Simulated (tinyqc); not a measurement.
One-dimensional ballistic tunnel FET, two-band WKB: two steps of the calculation.

A p-type source for x < 0 with its Fermi level at 0 and its valence edge at ds; in the channel the bands fall as D exp(-x/lam) towards their flat values, with the conduction edge at Ec = ds - dP and D = dP + Eg. The gate moves dP one to one. The drain Fermi level lies at -Vd and the drain side reflects nothing. For w = E - Ec between 0 and dP an electron crosses the gap. Two-band dispersion with equal masses m: inside the gap kappa = sqrt(m u (1 - u/Eg)/C), u the distance from a band edge, C = hbar^2/(2 m0).

Parameters, values chosen for the exercise; band and dielectric values close to those of indium phosphide: temperature T = 300 K; band gap Eg = 1.33 eV; band-edge mass of the two-band model m = 0.082 m0; screening length of the source junction lam = 3.2 nm; source valence edge above the source Fermi level ds = 0.04 eV; drain bias Vd = 0.1 V; number of degenerate subbands (spin apart) g = 2; tunnelling window Ev(source) - Ec(channel) dP = 0.19 eV; energy above the channel conduction edge w0 = 0.14 eV; cells of the path nc = 7; points of the energy grid nE = 11.

Constants: q = 1.602176634e-19 C, kB = 1.380649e-23 J/K, hbar = 1.054571817e-34 J s, h = 6.62607015e-34 J s, m0 = 9.1093837015e-31 kg, Vt = kB T/q, hbar^2/(2 m0) = 0.0380998212 eV nm^2. Results are converted to the units shown.

Question 1. The path through the gap by the midpoint rule. At w = w0 the path runs from xa = lam ln(D/(w + Eg)) to xb = lam ln(D/w); u(x) = w + Eg - D exp(-x/lam) is the height above the valence edge. Cut it into nc equal cells: S = 2 (cell width) times the sum of kappa at the centres.

Find: xa; xb; x; u; kappa; S.

Answer 1.

xa = 0.1070 nm
xb = 7.631 nm

```
cell  x (nm)  u (eV)  kappa (1/nm)
0      0.644   0.227        0.6368
1      1.719   0.582        0.8393
2      2.794   0.835        0.8178
3      3.869   1.016        0.7182
4      4.944   1.146        0.5844
5      6.019   1.238        0.4287
6      7.094   1.304        0.2325
```

S = 9.153

Question 2. Current on a coarse grid. S(w) = 2 lam int_0^Eg kappa(u) du/(w + Eg - u) = 2 pi lam sqrt(m/(C Eg)) [w + Eg/2 - sqrt(w (w + Eg))], T(w) = exp(-S). I = g (2 q^2/h) int_0^dP T(w) [f(E) - f(E + Vd)] dw, E = ds - dP + w, f(x) = 1/(1 + exp(x/Vt)). Simpson's rule on nE equally spaced points.

Wanted: w; T(w); difference of the f; I.

Answer 2.

```
point  w (eV)      T(w)  difference of the f
0      0.0000  4.104e-8               0.1233
1      0.0190  1.515e-6               0.2254
2      0.0380  5.293e-6               0.3730
3      0.0570  1.269e-5               0.5406
4      0.0760  2.512e-5               0.6781
5      0.0950  4.415e-5               0.7443
6      0.1140  7.140e-5               0.7234
7      0.1330  1.086e-4               0.6199
8      0.1520  1.573e-4               0.4617
9      0.1710  2.195e-4               0.2982
10     0.1900  2.966e-4               0.1711
```

I = 0.001009 uA

Numbers from tinyqc (`OMP_NUM_THREADS=1 python tinyqc.py 2620033 2620034 out.jsonl`; about 0.01 s on one thread of a shared Intel Xeon 2.30GHz).
